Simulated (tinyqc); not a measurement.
Free and trapped electrons in a MOS channel with a dense trap tail: two steps of the calculation.

p-type body, charge-sheet picture, full ionisation (an idealisation for deep acceptors), Boltzmann statistics for free electrons. e = Ec - EF at the surface. Acceptor-like traps of density D(E) = D0 + De exp(-E/Ew) at depth E below Ec, from 0 to Eu, hold n_t = integral of D(E)/(1 + exp((e - E)/Vt)). psi = Eg - Vt ln(Nv/Na) - e; N_dep = sqrt(2 eps0 eps_r Na (psi - Vt)/q); n_f = sqrt(N_dep^2 + 2 eps0 eps_r Vt Nc exp(-e/Vt)/q) - N_dep; Vg = Vfb + psi + q (N_dep + n_t + n_f)/Cox, Cox = eps0 eox/tox.

Parameters, values chosen for the exercise; band and dielectric values close to those of silicon:
```
symbol,value,unit,meaning
T,300,K,temperature
Eg,1.13,eV,band gap
eps_r,11.9,,relative permittivity
Nc,2.83e19,cm^-3,conduction-band density of states at T
Nv,2.66e19,cm^-3,valence-band density of states at T
eox,3.9,,relative permittivity of the insulator
tox,27,nm,insulator thickness
Na,2.2e16,cm^-3,acceptor density
Vfb,-0.71,V,flat-band voltage without trapped charge
D0,1.1e11,cm^-2 eV^-1,constant background density of acceptor-like traps
De,4.3e12,cm^-2 eV^-1,density of the tail at the conduction edge
Ew,0.1,eV,decay energy of the tail
Eu,0.68,eV,depth below Ec down to which the traps reach
mf,220,cm^2/(V s),mobility of free electrons
e,0.08,eV,Ec - EF at the surface
```

Constants: q = 1.602176634e-19 C, kB = 1.380649e-23 J/K, Vt = kB T/q, eps0 = 8.8541878128e-14 F/cm where lengths are in cm. Results are converted to the units shown.

Task 1. Trapped charge. Trapezoid rule on 13 equal steps from 0 to Eu, f = 1/(1 + exp((e - E)/Vt)).

Wanted: E; D(E) f; n_t.

Result 1.

```
point    E (eV)  D(E) f (cm^-2 eV^-1)
0             0             1.9110e11
1      0.052308             6.7841e11
2       0.10462             1.1693e12
3       0.15692             9.5648e11
4       0.20923             6.3634e11
5       0.26154             4.2412e11
6       0.31385             2.9637e11
7       0.36615             2.2048e11
8       0.41846             1.7548e11
9       0.47077             1.4881e11
10      0.52308             1.3300e11
11      0.57538             1.2363e11
12      0.62769             1.1808e11
13      0.68000             1.1479e11
```

n_t = 2.7375e11 cm^-2

Task 2. Charges and gate voltage. psi, N_dep, n_f and Vg as defined, with the n_t given; free share n_f/(n_f + n_t); apparent mobility mf n_f/(n_f + n_t); gate voltage spent on traps q n_t/Cox.

n_t = 2.7374923e11 cm^-2

Give: psi; N_dep; n_f; Vg; free share; apparent mobility; gate voltage spent on traps.

Result 2.

psi = 0.86651 V
N_dep = 4.9321e11 cm^-2
n_f = 3.3088e11 cm^-2
Vg = 1.5318 V
free share = 54.725 %
apparent mobility = 120.39 cm^2/(V s)
gate voltage spent on traps = 0.34294 V

Program tinyqc, `OMP_NUM_THREADS=1 python tinyqc.py 2222039 2222040 out.jsonl`; Intel Xeon 2.30GHz, shared host, one thread, about 0.02 s.
